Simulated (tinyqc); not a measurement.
Mesh and choice of bands: charge neutrality level from zone-averaged pseudopotential bands.

Empirical pseudopotential on the fcc lattice, atoms at +/- tau, tau = a (1,1,1)/8, no spin-orbit coupling. H(G,G') = c (2 pi/a)^2 |k + G|^2 delta + VS(q) cos(q.tau) + i VA(q) sin(q.tau), q = G - G', c = hbar^2/2m0; k and G in units of 2 pi/a; VS at |q|^2 = 3, 8, 11 and VA at 3, 4, 11, in rydberg, zero elsewhere. At each k the basis holds all G with |k + G|^2 up to 16; energies are counted from the fourth level at Gamma.

Mesh: k = sum_i (n_i + 1/2)/N b_i, n_i = 0 ... N - 1, b = (-1,1,1), (1,-1,1), (1,1,-1); points with the same sorted |kx|, |ky|, |kz| after folding to the shortest k + G are joined, with their count as weight. Neutrality (branch-point) level: E_N = (1/2) mean over k of [E5 + (E3 + E4)/2], E_n the n-th level from below.

Constants: hbar^2/2m0 = 3.80998211 eV angstrom^2; Ry = 13.60569312 eV.

Values chosen for the exercise (out of a larger set: classic local form factors of the size used for GaAs, without spin-orbit coupling; not measured data):

| symbol | value | unit | meaning |
|---|---|---|---|
| a | 5.652 | angstrom | lattice constant |
| VS | (-0.231, 0.011, 0.061) | Ry | symmetric form factors |
| VA | (0.07, 0.049, 0.011) | Ry | antisymmetric form factors |

E_N with E5 alone, and with (E5 + E6)/2 in its place.

Results:

| N | joined points | E_N (eV) | E_N, two conduction bands (eV) |
|---|---|---|---|
| 1 | 1 | 0.3914 | 1.2052 |
| 2 | 2 | 0.3611 | 1.0570 |
| 3 | 6 | 0.6014 | 0.9660 |
| 4 | 10 | 0.5713 | 0.9801 |
| 5 | 19 | 0.5801 | 0.9716 |

What does the comparison show, and why?

For scale, the lowest gap of this set is 1.49 eV. Against N = 5 the errors are -189, -219, +21 and -9 meV for N = 1 to 4 (N = 1 is the L point alone). Taking the second conduction band in moves E_N by +0.39 eV, more than the mesh error at N = 2: the definition, not the mesh, limits the estimate. Local form factors place the indirect gaps only to a few tenths of an eV, and E_N moves with them.

Computed by tinyqc, a small Python program: `OMP_NUM_THREADS=1 python tinyqc.py 1880375 1880376 out.jsonl` (the numbers bound the seed that draws the inputs); one thread of a shared host (Intel(R) Xeon(R) Processor @ 2.30GHz), about 0.09 s for the whole set of steps.
